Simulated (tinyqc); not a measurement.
## Threshold-voltage variability of a planar MOSFET, analytic estimates: effect of the gate length

Three independent sources add in quadrature: random dopants in the depleted layer, metal-gate grains of two orientations, and roughness of the two gate edges acting through the roll-off VT = VT(long) - Vr exp(-L/l). These are first-order estimates: no three-dimensional electrostatics, no percolation.

ni = sqrt(Nc Nv) exp(-Eg/(2 Vt)), Eg in volts; Cox = 3.9 eps0/ti; Wd = sqrt(4 eps0 eps_r Vt ln(Na/ni)/(q Na)); dopants: s1 = (q/Cox) sqrt(Na Wd/(3 L W)). Grains: Ng = L W/G^2 (at least 1), s2 = dW sqrt(p (1 - p)/Ng). Edges, with exponential correlation and u = W/La: the mean gate length has sL^2 = 2 De^2 (2/u)[1 - (1 - exp(-u))/u]; s3 = sL (Vr/l) exp(-L/l). s = sqrt(s1^2 + s2^2 + s3^2). l and Vr are held fixed.

Parameters, values chosen for the exercise; material values close to those of silicon:
- T = 300 K (temperature)
- Eg = 1.13 eV (band gap)
- eps_r = 11.7 (relative permittivity of the semiconductor)
- Nc = 2.85e19 cm^-3 (conduction-band density of states at T)
- Nv = 2.62e19 cm^-3 (valence-band density of states at T)
- Na = 9.7e17 cm^-3 (channel doping)
- ti = 2.2 nm (oxide-equivalent thickness in inversion)
- W = 100 nm (gate width)
- G = 7 nm (metal grain size)
- dW = 0.15 eV (work-function difference of the two grain orientations)
- p = 0.6 (share of the orientation of higher work function)
- De = 1.2 nm (rms roughness of one gate edge)
- La = 30 nm (correlation length of the roughness)
- l = 4.3 nm (decay length of the threshold roll-off)
- Vr = 1 V (prefactor of the roll-off)

Constants: q = 1.602176634e-19 C, kB = 1.380649e-23 J/K, Vt = kB T/q, eps0 = 8.8541878128e-14 F/cm where lengths are in cm. Results are converted to the units shown.

Effect of the gate length:
```
L (nm),s1 (mV),s2 (mV),s3 (mV),s (mV),s sqrt(L W) (mV um)
15,28.33,13.28,7.873,32.26,1.249
18,25.86,12.12,3.919,28.83,1.223
22,23.39,10.97,1.546,25.88,1.214
26,21.52,10.09,0.6098,23.77,1.212
32,19.39,9.093,0.1511,21.42,1.212
38,17.80,8.345,0.03743,19.66,1.212
46,16.18,7.584,0.005824,17.87,1.212
55,14.79,6.936,7.182e-4,16.34,1.212
```

As L goes from 15 to 55 nm, s falls from 32.3 to 16.3 mV. The dopants are the largest source in the first and the last row. The product s sqrt(L W) falls from 1.25 to 1.21 mV um: s1 and s2 go as 1/sqrt(L W), so the change comes from s3 alone. For L = 15 to 32 nm the depletion depth exceeds L, so source and drain share much of the charge and s1 is rough.

Numbers from tinyqc (`OMP_NUM_THREADS=1 python tinyqc.py 2090115 2090116 out.jsonl`; about 0.01 s on one thread of a shared Intel Xeon 2.30GHz).
